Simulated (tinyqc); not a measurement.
Worked calculation: tight binding, kagome lattice. One step of it, computed by the program tinyqc.

Problem. Bloch Hamiltonian at k. H_AB = -t1 - t2 exp(-i k.a1), H_AC = -t1 - t2 exp(-i k.a2), H_BC = -t1 - t2 exp(i k.(a1 - a2)), H_CC = delta.

Parameters chosen for this model:
```
parameter     value                unit
t1         0.890000    eV, up triangles
t2         0.890000  eV, down triangles
delta      0.120000        eV on site C
```

k point k (fractions of the reciprocal vectors): [-0.350000, -0.250000]

Give: H(k) at k.

Solution.

H(k) at k (eV), order A, B, C:
```
[[0.0000, -0.3669-0.7200i, -0.8900-0.8900i],
 [-0.3669+0.7200i, 0.0000, -1.6100+0.5231i],
 [-0.8900+0.8900i, -1.6100-0.5231i, 0.1200]]
```
